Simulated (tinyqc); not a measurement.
## Gate voltage for a given inversion charge

Inverse problem. p-type body, charge-sheet picture, depletion and inversion only, full ionisation (an idealisation for deep acceptors), Boltzmann statistics (rough once Na exp(x - xn) passes about Nc/7). In units of Vt: xg = (Vg - Vfb)/Vt, x = psi/Vt, G = gamma/sqrt(Vt), xn = (2 phiF + Vc)/Vt. The implicit equation is (xg - x)^2 = G^2 [x - 1 + exp(x - xn)] for x above about 3. Cox = eps0 eox/tox. ni = sqrt(Nc Nv) exp(-Eg/(2 Vt)), Eg in volts; phiF = Vt ln(Na/ni); gamma = sqrt(2 q eps0 eps_r Na)/Cox. N_inv = (Cox Vt G/q) [sqrt(x - 1 + exp(x - xn)) - sqrt(x - 1)]. Find x - xn, psi and Vg.

Values chosen for this exercise; band and dielectric values close to those of silicon:
- T = 400 K (temperature)
- Eg = 1.11 eV (band gap)
- eps_r = 11.7 (relative permittivity)
- Nc = 4.25e19 cm^-3 (conduction-band density of states at T)
- Nv = 4.05e19 cm^-3 (valence-band density of states at T)
- eox = 25.5 (relative permittivity of the gate insulator (close to zirconium oxide))
- tox = 7.8 nm (insulator thickness)
- Na = 5.3e16 cm^-3 (acceptor density)
- Vfb = -0.86 V (flat-band voltage)
- Vc = 1 V (channel-body voltage)

Constants: q = 1.602176634e-19 C, kB = 1.380649e-23 J/K, Vt = kB T/q, eps0 = 8.8541878128e-14 F/cm where lengths are in cm. Results are converted to the units shown.

N_inv = 4.6e11 cm^-2

Answer. N_inv rises steadily with x, so it fixes x; the implicit equation then gives xg directly.

x - xn = 3.944
psi = 1.787 V
Vg = 1.013 V

Numbers from tinyqc (`OMP_NUM_THREADS=1 python tinyqc.py 2122028 2122029 out.jsonl`; about 0.01 s on one thread of a shared Intel Xeon 2.30GHz).
